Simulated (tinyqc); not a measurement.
# Double-gate transistor below threshold, two-dimensional Poisson equation on a small mesh, step by step

Program tinyqc, `OMP_NUM_THREADS=1 python tinyqc.py 2480103 2480104 out.jsonl`; Intel Xeon 2.30GHz, shared host, one thread, about 0.1 s. Printed values are rounded.

Half of a symmetric double-gate structure: row 0 is the mid-plane of the body, where the normal field vanishes. Mobile charge is neglected (subthreshold), the body is fully depleted, and potentials are counted from the intrinsic level; rows run upward to the gate, columns from source to drain.

Values chosen for this exercise; semiconductor permittivity close to that of silicon: temperature T = 300 K; relative permittivity of the semiconductor eps_r = 11.5; relative permittivity of the insulator eox = 25; half the body thickness tb = 8 nm; insulator thickness tox = 4.1 nm; channel length L = 41 nm; acceptor density of the depleted body Na = 4.5e17 cm^-3; potential of the source Vbi = 0.54 V; gate offset Vfb = -0.09 V; gate voltage Vg = -0.1 V; drain voltage Vd = 0.5 V.

Constants: q = 1.602176634e-19 C, kB = 1.380649e-23 J/K, Vt = kB T/q, eps0 = 8.8541878128e-14 F/cm where lengths are in cm. Results are converted to the units shown.

## Coefficients of the five-point equations

Mesh: rows i = 0..2 in the semiconductor (step hs = tb/2, row 2 on the interface), then 2 step(s) ho = tox/2 up to the gate row 4; columns j = 0..5 (step hy = L/5). Box integration, divided by eps0: up_i = eps hy/h of the interval above row i, dn_i = that of the interval below (0 for row 0), lat_i = (sum of eps h/2 over the intervals above and below)/hy, s_i = -q Na w_i hy/eps0 with w_i the semiconductor height of the box (hs/2 for row 0 and the interface row, hs between, 0 in the insulator). Each free node obeys (up + dn + 2 lat) psi = up psi(above) + dn psi(below) + lat [psi(left) + psi(right)] + s.

```
row        up        dn       lat       s (V)
0    23.57500         0  2.804878  -0.1335420
1    23.57500  23.57500  5.609756  -0.2670841
2         100  23.57500  5.929878  -0.1335420
3         100       100      6.25           0
```

## Iteration 1: over-relaxation sweep (omega = 1.2)

psi at the start (fixed values on the edges, free nodes linear between source and drain columns) (V):
```
             j=0        j=1        j=2        j=3        j=4        j=5
row 0   0.540000   0.640000   0.740000   0.840000   0.940000   1.040000
row 1   0.540000   0.640000   0.740000   0.840000   0.940000   1.040000
row 2   0.540000   0.640000   0.740000   0.840000   0.940000   1.040000
row 3   0.265000   0.315000   0.365000   0.415000   0.465000   0.515000
row 4  -0.010000  -0.010000  -0.010000  -0.010000  -0.010000  -0.010000
```

Free nodes: rows 0..3, columns 1..4, taken row by row from row 0, left to right. t = (up psi(above) + dn psi(below) + lat [psi(left) + psi(right)] + s)/(up + dn + 2 lat), with the newest neighbours; psi(new) = psi + 1.2 (t - psi).

psi after iteration 1 (V):
```
             j=0        j=1        j=2        j=3        j=4        j=5
row 0   0.540000   0.634509   0.733876   0.833803   0.933794   1.040000
row 1   0.540000   0.631848   0.730601   0.830421   0.930397   1.040000
row 2   0.540000   0.349152   0.389309   0.441825   0.495024   1.040000
row 3   0.265000   0.150757   0.161166   0.182954   0.205529   0.515000
row 4  -0.010000  -0.010000  -0.010000  -0.010000  -0.010000  -0.010000
```

## Iteration 2: over-relaxation sweep (omega = 1.2)

As before.

psi after iteration 2 (V):
```
             j=0        j=1        j=2        j=3        j=4        j=5
row 0   0.540000   0.626999   0.724409   0.823950   0.924590   1.040000
row 1   0.540000   0.487789   0.540203   0.611512   0.686943   1.040000
row 2   0.540000   0.213279   0.211013   0.237386   0.292524   1.040000
row 3   0.265000   0.099683   0.091255   0.102290   0.140224   0.515000
row 4  -0.010000  -0.010000  -0.010000  -0.010000  -0.010000  -0.010000
```

## Course of the iteration: over-relaxation sweep (omega = 1.2)

Stop when the largest change of psi is below 1e-7 V, or after 400 iterations. Fixed values: gate row Vg - Vfb; column 0 at Vbi and the last column at Vbi + Vd in the semiconductor, each running linearly to Vg - Vfb across the insulator.

Course of the iteration:
```
iteration  psi at row 0, j = 2 (V)  largest |change| of one entry (V)
1                        0.7338758                              0.445
2                        0.7244087                              0.243
3                        0.5245482                              0.261
4                        0.3445448                              0.216
5                        0.2282998                              0.128
6                        0.1575713                             0.0707
7                        0.1167174                             0.0409
8                       0.09375361                             0.0230
9                       0.08093861                             0.0128
...                            ...                                ...
21                      0.06520835                            9.50e-6
22                      0.06520315                            5.20e-6
23                      0.06520030                            2.85e-6
24                      0.06519874                            1.56e-6
25                      0.06519789                            8.52e-7
26                      0.06519743                            4.66e-7
27                      0.06519717                            2.55e-7
28                      0.06519703                            1.40e-7
29                      0.06519695                            7.64e-8
```

Converged in 29 iterations. At the end each change is about 0.55 times the one before: linear convergence.

## Barrier, swing and barrier lowering

converged psi (V):
```
             j=0        j=1        j=2        j=3        j=4        j=5
row 0   0.540000   0.181910   0.065197   0.106693   0.362201   1.040000
row 1   0.540000   0.158856   0.052038   0.086896   0.317622   1.040000
row 2   0.540000   0.081855   0.016496   0.031819   0.167383   1.040000
row 3   0.265000   0.041745   0.004668   0.013040   0.089593   0.515000
row 4  -0.010000  -0.010000  -0.010000  -0.010000  -0.010000  -0.010000
```

d psi/dVg on row 0: j=0 0.0000000, j=1 0.6188617, j=2 0.8434440, j=3 0.8434440, j=4 0.6188617, j=5 0.0000000
d psi/dVd on row 0: j=0 0.000000, j=1 0.010278, j=2 0.036781, j=3 0.119775, j=4 0.370860, j=5 1.000000

The barrier is read along row 0, the path farthest from the gate. Take the node j of lowest psi: barrier Vbi - psi_j; swing Vt ln 10/(d psi_j/dVg); DIBL = (d psi_j/dVd)/(d psi_j/dVg). The derivatives solve the same equations with s = 0 and a unit change of that voltage.

j = 2
barrier = 0.4748031 V
swing = 70.57544 mV/decade
DIBL = 43.60861 mV/V

A mesh of 12, 8 and 80 steps (semiconductor, insulator, channel) gives a barrier of 0.497 V, a swing of 67.3 mV a decade and a DIBL of 45.3 mV/V; the small mesh puts the barrier 4.4 % below that.
